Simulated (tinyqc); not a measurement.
An infinitely deep well in a field (quantum-confined Stark shift), Airy functions: two steps of the calculation.

Hard walls at x = -L/2 and +L/2; between them U(x) = -F x (eV, zero at the centre). C = hbar^2/(2 m0), e = (C F^2/m1)^(1/3), z1 = (F L/2 - E)/e at the left wall and z2 = (-F L/2 - E)/e at the right wall. Levels are the roots of D(E) = Ai(z1) Bi(z2) - Ai(z2) Bi(z1).

Values chosen for this exercise: mass m1 = 0.079 m0; well width L = 6.4 nm; field F = 0.034 V/nm; level sought n = 1.

Constants: q = 1.602176634e-19 C, hbar = 1.054571817e-34 J s, m0 = 9.1093837015e-31 kg, hbar^2/(2 m0) = 0.0380998212 eV nm^2. Results are converted to the units shown.

Problem 1. Level without field and second-order shift. E_n(0) = C (n pi/L)^2/m1; second-order shift m1 F^2 L^4 (1 - 15/(pi n)^2)/(48 C pi^2 n^2).

Wanted: E_n(0); second-order shift; F L/E_1(0).

Solution 1.

E_n(0) = 0.1162 eV
second-order shift = -4.413 meV
F L/E_1(0) = 1.873

Problem 2. Secant step for the level. Secant step from the last two trial energies, E_a the older and E_b the newer: next = E_b - D(E_b) (E_b - E_a)/(D(E_b) - D(E_a)).

first trial energy = 0.1162 eV
second trial energy = 0.1104 eV

Find: D(E_a); D(E_b); third trial energy.

Solution 2.

D(E_a) = 0.015922
D(E_b) = -0.0053841
third trial energy = 0.11187 eV

Numbers from tinyqc (`OMP_NUM_THREADS=1 python tinyqc.py 2580107 2580108 out.jsonl`; about 0.03 s on one thread of a shared Intel Xeon 2.30GHz).
